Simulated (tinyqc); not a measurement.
## Activation energy and ten-year temperature from two bakes

Inverse problem. tr goes as exp(q Ex/(kB T)); ten years are 3.15576e8 s. Find Ex and the temperature T10 at which tr is ten years.

Constants: q = 1.602176634e-19 C, kB = 1.380649e-23 J/K. Results are converted to the units shown.

time to crystallise at 423 and 438 K (s): [47, 4.0853509]

Answer. ln tr is linear in 1/T; the line is extended to ten years.

Ex = 2.600 eV
T10 = 346.6 K

Computed by the program tinyqc: `OMP_NUM_THREADS=1 python tinyqc.py 2880104 2880105 out.jsonl`, one thread of a shared Intel Xeon 2.30GHz, about 0.01 s for the whole run.
